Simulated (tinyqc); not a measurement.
Ballistic transport through the one-dimensional subbands of a rectangular nanowire or nanosheet channel: one step, computed by the program tinyqc. Command: `OMP_NUM_THREADS=1 python tinyqc.py 3007161 3007162 out.jsonl wire walk`. One thread of a shared host (Intel(R) Xeon(R) Processor @ 2.30GHz), about 0.02 s of CPU time with the checks.

Hard walls, parabolic subbands, transport along x. Energies are counted from the bulk conduction band edge at the top of the barrier, which the gate pulls down by U; the source Fermi level lies at the bulk edge when U = 0.

Question. Conductance, capacitance and scattering. Linear conductance G = (2 e^2/h) sum_i g f(eta_i), g = 2, f = 1/(1 + exp(-eta_i)), with the barrier frozen at the eta_i above; current per perimeter I/(2(a + b)); with scattering, transmission lambda/(lambda + L) and low-bias resistance (1 + L/lambda)/G.

Inputs (values chosen for the exercise, modelled on silicon):
```
quantity,value,unit
height a,4,nm
width b,6.4,nm
temperature T,300,K
mean free path for back-scattering lambda,14,nm
channel length L,24,nm
```

Valleys: silicon [100] wire.

Occupation:
```
subband,eta_i,n_i (1/nm),I_i (microampere)
1,5.767143,0.5265657,23.11533
2,3.298920,0.3861458,13.36090
3,2.766834,0.3486152,11.32833
4,2.126925,0.2990987,8.97175
5,1.716726,0.5954417,7.53920
6,0.173599,0.1326171,3.13959
7,-0.151435,0.1081981,2.48494
8,-2.233680,0.0196517,0.40771
9,-2.561058,0.0144440,0.29800
10,-3.151743,0.0081880,0.16781
```

ballistic current I = 70.81356 microampere

Constants: e = 1.602176634e-19 C; h = 6.62607015e-34 J s.

Give: open modes sum g f; ballistic conductance; current per perimeter; transmission; low-bias resistance with scattering.

Answer.

open modes sum g f = 11.717

ballistic conductance = 907.81 microsiemens

current per perimeter = 3404.5 microampere/micrometre

transmission = 0.36842

low-bias resistance with scattering = 2.9899 kiloohm

Even without scattering the wire has h/(2 e^2 M) = 1.10 kiloohm, which sits in the contacts.
